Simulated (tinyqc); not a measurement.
What grading buys: minority-electron transport through the base of a bipolar transistor (Moll-Ross and Kroemer integrals). Computed by tinyqc, a small Python program. Command: `OMP_NUM_THREADS=1 python tinyqc.py 3014911 3014912 out.jsonl base walk`. One thread of a shared host (Intel(R) Xeon(R) Processor @ 2.30GHz), about 0.01 s of CPU time with the checks.

Low injection, one dimension, x from the emitter edge (0) to the collector edge (W), s = x/W. Recombination is treated as a small correction (valid for tau_B well below tau_n), computed from the stored charge.

Inputs (values chosen for the exercise, modelled on InP):
```
quantity,value,unit
base doping at the emitter edge N_0,4.6e+18,1/cm^3
base width W,100,nm
mu_min,890,cm^2/(V s)
mu_max,4580,cm^2/(V s)
N_ref,2.8e+17,1/cm^3
saturation velocity v_s,0.89,1e7 cm/s
temperature T,300,K
doping ratio N_0/N(W),31,-
```

Base doping profile: Gaussian. Gap grading: linear. Exit of the base: infinite sink.

Constants: k_B = 8.617333262e-05 eV/K.

Method. N(x) = N_0 (ratio)^(-s^2); n_i(x)^2 = n_i^2 exp(s dE_g/k_B T); D(x) = (k_B T/e) mu, mu = mu_min + (mu_max - mu_min)/(1 + (N/N_ref)^0.7). With y(x) = N n_i^2/(D n_i(x)^2): base Gummel number G_B = int_0^W y dx; J_C = e n_i^2 exp(e V_BE/k_B T)/G_B; n(x) = (J_C/e)(n_i(x)^2/(N n_i^2)) [int_x^W y dx]; transit time tau_B = (e/J_C) int n dx; trapezoid rule on 401 even points.

The same base with other gradings:
```
dE_g (meV),dE_g/k_B T,G_B (s/cm^4),J_C gain,tau_B (ps),speed gain
0,0.000,5.6700e+11,1.0000,0.47612,1.0000
25,0.967,4.4450e+11,1.2756,0.40235,1.1834
50,1.934,3.5960e+11,1.5767,0.34689,1.3725
75,2.901,2.9863e+11,1.8987,0.30406,1.5659
100,3.868,2.5344e+11,2.2372,0.27017,1.7623
150,5.802,1.9211e+11,2.9514,0.22031,2.1611
200,7.736,1.5326e+11,3.6996,0.18563,2.5648
300,11.605,1.0790e+11,5.2547,0.14088,3.3795
```

At 100 meV J_C rises by a factor 2.24 and the transit is 1.76 times faster; at 300 meV the factors are 5.25 and 3.38. For a uniform base without exit term both tend to be linear in dE_g/k_B T, J_C as x/(1 - exp(-x)) and the speed as x/2. From 0 meV on the mean velocity W/tau_B exceeds v_s, so those speed gains are overstated.
